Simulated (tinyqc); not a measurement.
# n-type polysilicon, carrier trapping at grain boundaries, step by step

Computed by the program tinyqc: `OMP_NUM_THREADS=1 python tinyqc.py 2830225 2830226 out.jsonl`, one thread of a shared Intel Xeon 2.30GHz, about 0.01 s for the whole run. Printed values are rounded.

One-dimensional grains of size Lg, uniform ionised doping N, monovalent traps Qt at each boundary at a depth Et below (for electrons) or above (for holes) the band edge there, abrupt depletion of width W on each side of a boundary, Boltzmann statistics. xi is the distance from the band edge at the grain centre to the Fermi level. Trapped charge Qt/(1 + exp((xi + VB - Et)/Vt)) = 2 N W, barrier VB = q N W^2/(2 eps0 eps_r).

Inputs (values chosen for the exercise); values of the order met in polycrystalline silicon:
- T = 300 K (temperature)
- eps_r = 11.7 (relative permittivity)
- NB = 2.8e19 cm^-3 (conduction-band density of states at T)
- Lg = 37 nm (grain size)
- Qt = 1.7e12 cm^-2 (trap density of a grain boundary)
- Et = 0.31 eV (depth of the trap level from the majority band edge at the boundary)
- ms = 0.31 m0 (mass for thermionic emission)
- fe = 0.12 (correction factor of the emission rate)
- N = 1.1e17 cm^-3 (doping)

Constants: q = 1.602176634e-19 C, kB = 1.380649e-23 J/K, m0 = 9.1093837015e-31 kg, Vt = kB T/q, eps0 = 8.8541878128e-14 F/cm where lengths are in cm. Results are converted to the units shown.

## Depletion width, Fermi level and barrier

If the trap equation with xi = Vt ln(NB/N) has a root W < Lg/2, the grain is partly depleted; otherwise W = Lg/2 and the trap equation gives xi = Et - VB + Vt ln(Qt/(N Lg) - 1). N* = Qt/Lg.

N* = 4.59459e17 cm^-3
W = 18.5 nm
xi = 0.310770 V
VB = 0.0291127 V
share of traps filled = 0.239412

N is 0.239 N*, and the grain is fully depleted; VB = 1.13 Vt.

## Resistivity and effective mobility

n0 = NB exp(-xi/Vt); mean density n0 (1 - 2 W/Lg) by charge balance in a partly depleted grain, and n0 (sqrt(pi)/2) erf(u)/u with u = sqrt(VB/Vt) in a fully depleted one; v = sqrt(kB T/(2 pi ms m0)); barrier resistivity Vt exp(VB/Vt)/(q fe n0 v Lg); grain resistivity (1 - 2 W/Lg)/(q n0 mug); effective mobility 1/(q mean density total resistivity).

n0 = 1.68444e14 cm^-3
mean density = 1.21903e14 cm^-3
v = 4.83156e6 cm/s
barrier resistivity = 1376.99 ohm cm
grain resistivity = 0.00000 ohm cm
resistivity = 1376.99 ohm cm
effective mobility = 37.1830 cm^2/(V s)

The resistivity is 5820 times that of a single crystal with the same N and mobility mug, and the mean density is 0.111 % of N.
